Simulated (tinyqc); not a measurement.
Size effects in the resistivity of thin metal films and interconnect lines. Changing the liner thickness t. Computed by tinyqc, a small Python program. Command: `OMP_NUM_THREADS=1 python tinyqc.py 3008645 3008646 out.jsonl size sweep`. One thread of a shared host (Intel(R) Xeon(R) Processor @ 2.30GHz), about 0.01 s of CPU time with the checks.

Electrons lose their drift at surfaces (a share 1 - p of the hits) and at grain boundaries (reflection R), besides bulk scattering. The line sits in a trench with a non-conducting liner on both walls and the bottom; the spacing equals the drawn width.

Inputs (values chosen for the exercise, modelled on copper): bulk resistivity rho_b = 1.63 microohm cm; bulk mean free path lambda = 39.8 nm; specularity p = 0; grain-boundary reflection R = 0.15; drawn line width w = 130 nm; grain size over metal width = 0.68; aspect ratio (height over width) = 2.2; line length = 3 micrometre; permittivity of the dielectric k = 3.3.

Geometry: line.

Constants: eps_0 = 8.8541878128e-12 F/m.

Method:
- Metal width w_m = w - 2t, height h_m = (aspect ratio) w - t, grain size D = (ratio) w_m.
- Mayadas-Shatzkes: alpha = (lambda/D) R/(1 - R); rho_b/rho = 1 - 3 alpha/2 + 3 alpha^2 - 3 alpha^3 ln(1 + 1/alpha).
- Fuchs-Sondheimer film: rho_b/rho = 1 - (3/(2 kappa))(1 - p) int_0^1 (s - s^3)(1 - exp(-kappa/s))/(1 - p exp(-kappa/s)) ds, f = rho/rho_b, kappa = thickness/lambda, 80 Gauss-Legendre points.
- Line: the excess of a film of thickness w_m and of a film of thickness h_m are added, rho/rho_b = 1 + (f(w_m) - 1) + (f(h_m) - 1), an estimate that holds best when both sides exceed lambda.
- Total: rho = rho_b [1 + surface excess + grain excess]; resistance per length rho/(w_m h_m); capacitance per length C = 2 k eps_0 (aspect ratio + 1/2), a parallel-plate estimate for two neighbours plus a fixed term for the planes above and below; delay 0.38 R C L^2; effective resistivity per drawn area.

One run for each value; columns: (1) liner thickness t (nm); (2) resistance per length (ohm/micrometre); (3) share of the trench filled by metal (%); (4) resistivity rho (microohm cm):
```
(1)      (2)    (3)    (4)
0.20  0.5725  99.62  2.121
0.74  0.5794  98.61  2.124
1.30  0.5867  97.55  2.128
1.80  0.5934  96.62  2.132
2.40  0.6016  95.50  2.136
2.90  0.6085  94.57  2.140
3.50  0.6171  93.46  2.144
4.00  0.6243  92.53  2.148
```

Over the rows, resistance per length (ohm/micrometre) rises from 0.573 to 0.624 (exponent d ln y / d ln x 0.0092 between the first rows and 0.088 between the last); share of the trench filled by metal (%) falls from 99.6 to 92.5 (exponent d ln y / d ln x -0.0078 between the first rows and -0.074 between the last); resistivity rho (microohm cm) rises from 2.121 to 2.148 (exponent d ln y / d ln x 0.0013 between the first rows and 0.013 between the last). A thicker liner costs twice: less area, and a narrower core with more surface and grain scattering.

Extremes, crossings and ranges named in words are read from the listed rows.
